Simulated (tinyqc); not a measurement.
Inside a calculation. Method: plane-wave Kohn-Sham cycle with exchange-only LDA in a layered model solid. One step of it, computed by the program tinyqc.

Problem. Iteration 1: levels at that k. Diagonalise the Hermitian matrix.

H (hartree), lower triangle:
```
           -3         -2         -1         +0         +1         +2        +3
-3   1.174481
-2  -0.180000   0.373441
-1  -0.110000  -0.180000  -0.107182
+0   0.000000  -0.110000  -0.180000  -0.267390
+1   0.000000   0.000000  -0.110000  -0.180000  -0.107182
+2   0.000000   0.000000   0.000000  -0.110000  -0.180000   0.373441
+3   0.000000   0.000000   0.000000   0.000000  -0.110000  -0.180000  1.174481
```

Give: eigenvalues.

Solution.

eigenvalues (hartree): -0.566  -0.093  0.005  0.407  0.427  1.217  1.218
